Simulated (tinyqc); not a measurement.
Inside a calculation. Model: straight dislocations in isotropic elasticity: fields, energies, partials, Peierls stress and walls. Computed by tinyqc, a small Python program that keeps every step. Command: `OMP_NUM_THREADS=1 python tinyqc.py 3028366 3028367 out.jsonl disloc walk`. One thread of a shared host (Intel(R) Xeon(R) Processor @ 2.30GHz), about 0.01 s of CPU time with the checks. Intermediate numbers are printed to about 7 digits and carried at full precision; extremes and crossings named in words are read from the listed rows.

The line runs along z, the glide plane is y = 0, and beta is the angle between b and the line (0 screw, 90 degrees edge): b_e = b sin(beta) along +x with the extra half plane at y > 0, b_s = b cos(beta). Stress is positive in tension.

Inputs (values chosen for the exercise, for a model fcc or diamond crystal):
```
quantity                          value        unit
shear modulus G                    42.2         GPa
Poisson ratio nu                  0.186           -
Burgers vector b                  3.696    angstrom
stacking-fault energy gamma        84.8      mJ/m^2
dislocation density rho         3.1e+12       1/m^2
core radius r0/b                    1.5           -
misfit volume of a solute dV       -4.1  angstrom^3
temperature T                       550           K
unstable fault energy gamma_us     1730      mJ/m^2
tilt angle theta                    4.6     degrees
source length l                     500          nm
```

Character: edge.

field point (x, y) (nm): -7.5  6.6

Constants: 1 eV/angstrom^3 = 160.2176634 GPa; k_B = 8.617333262e-05 eV/K.

## Line energy and line tension

Energy factor K = G [cos^2(beta) + sin^2(beta)/(1 - nu)]. E = K b^2/(4 pi) ln(R/r0) with R = 1/(2 sqrt(rho)); tension T = E + d^2E/d(beta)^2 = G b^2 [1 + nu - 3 nu sin^2(beta)]/(4 pi (1 - nu)) ln(R/r0). The core energy is taken into r0.

energy factor K = 51.84275 GPa

ln(R/r0) = 6.238776

line energy E = 21.94477 eV/nm

line tension T = 13.78132 eV/nm

stored energy rho E = 10.89941 kJ/m^3

T/E = 0.63: bowing turns parts of the line towards the cheaper screw character, so it is soft.

## Stress at a point

With D = G b_e/(2 pi (1 - nu)), S = G b_s/(2 pi), r^2 = x^2 + y^2: s_xx = -D y (3x^2 + y^2)/r^4, s_yy = D y (x^2 - y^2)/r^4, s_xy = D x (x^2 - y^2)/r^4, s_zz = nu (s_xx + s_yy), s_xz = -S y/r^2, s_yz = S x/r^2. Pressure p = -trace/3.

stress (MPa):
```
           x         y         z
x  -428.9497  -29.1350    0.0000
y   -29.1350   25.6388    0.0000
z     0.0000    0.0000  -75.0158
```

pressure p = 159.4423 MPa

The point lies above the glide plane, on the compressed side.

## Force on a second, equal dislocation at that point; binding of a solute

Peach-Koehler force per length on a parallel dislocation with the same b: in the glide plane F_x = s_xy b_e + s_yz b_s, normal to it F_y = -(s_xx b_e + s_xz b_s), which drives climb of the edge part or cross-slip of a screw. A solute with misfit volume dV has the energy p dV, and its dilute concentration is scaled by exp(-p dV/(k_B T)).

glide force F_x = -10.76829 mN/m

normal force F_y = 158.5398 mN/m

solute energy = -4.080157 meV

concentration ratio = 1.089902

Along x the second dislocation is repelled. The undersized solute is enriched here.

## Splitting into partials

Shockley partials have b_p = b/sqrt(3) at the angles beta -/+ 30 degrees; their repulsion balances the fault at d = G b_p^2/(8 pi gamma) (2 - nu)/(1 - nu) [1 - 2 nu cos(2 beta)/(2 - nu)].

partial Burgers vector b_p = 2.133887 angstrom

splitting width d = 2.421281 nm

d/b = 6.551084

## Peierls-Nabarro core of the undissociated dislocation

Misfit energy gamma(u) = (gamma_us/2)(1 - cos(2 pi u/b)), so the largest restoring stress is tau_max = pi gamma_us/b; u(x) = b/2 + (b/pi) arctan(x/zeta), zeta = K b/(4 pi tau_max). Summing the misfit energy over atomic rows a' apart gives, for a wide core, W_P = (K b^2/pi) exp(-2 pi zeta/a') and sigma_P = (K b/a') exp(-2 pi zeta/a'); a' = b/2 for edge and 30-degree lines, b sqrt(3)/2 for screw and 60-degree lines.

tau_max = 14.70497 GPa

half width zeta = 1.036922 angstrom

row spacing a' = 1.848 angstrom

Peierls barrier W_P = 414.1664 meV/nm

Peierls stress sigma_P = 3052.117 MPa

zeta/a' = 0.56 and sigma_P/G = 0.072: the stress falls by a factor e for each a'/(2 pi) of half width.

## Strength from dislocations

Frank-Read source, averaged over the loop: tau = G b/(2 pi l) [(1 - nu/2)/(1 - nu)] ln(l/r0). Taylor hardening: tau = 0.3 G b sqrt(rho).

Frank-Read stress = 37.64195 MPa

Taylor stress = 8.238469 MPa

Of the source, forest and Peierls stresses the largest here is the Peierls stress.

## Low-angle tilt boundary

A symmetric tilt wall of edge dislocations has the spacing h = b/(2 sin(theta/2)); Read-Shockley: gamma_b = E0 theta (A - ln theta), E0 = G b/(4 pi (1 - nu)), A = 1 + ln(b/(2 pi r0)), theta in radians.

spacing h = 4.604828 nm

boundary energy = 156.5516 mJ/m^2

angle of the maximum, exp(A - 1) = 6.079271 degrees

Caution: towards the maximum of the Read-Shockley curve the spacing is no longer large against the core size, so the formula is only rough.

## Character of the line

E = K b^2/(4 pi) ln(R/r0); T = G b^2 [1 + nu - 3 nu sin^2(beta)]/(4 pi (1 - nu)) ln(R/r0).

From screw to edge:
```
beta (degrees)   K (GPa)  E (eV/nm)  T (eV/nm)    d (nm)
0               42.20000   17.86305   26.02650  1.597204
15              42.84594   18.13647   25.20623  1.652406
30              44.61069   18.88348   22.96521  1.803223
45              47.02138   19.90391   19.90391  2.009242
60              49.43206   20.92434   16.84261  2.215262
75              51.19681   21.67135   14.60159  2.366078
90              51.84275   21.94477   13.78132  2.421281
```

The edge costs 1/(1 - nu) = 1.229 times the screw in energy, yet its tension is only (1 - 2 nu)/(1 + nu) = 0.530 of the screw value, so loops under stress are elongated along b. The edge splits 1.52 times as widely, (2 + nu)/(2 - 3 nu), since there the larger, edge parts of the partials repel with the factor 1/(1 - nu) and the small screw parts attract, while in the screw the roles are exchanged.

Checks made by the program: zero divergence of the stress field, by differences and relative to the size of its gradient (relative difference 1e-10); splitting against the force between the two partials (relative difference below 1e-10).
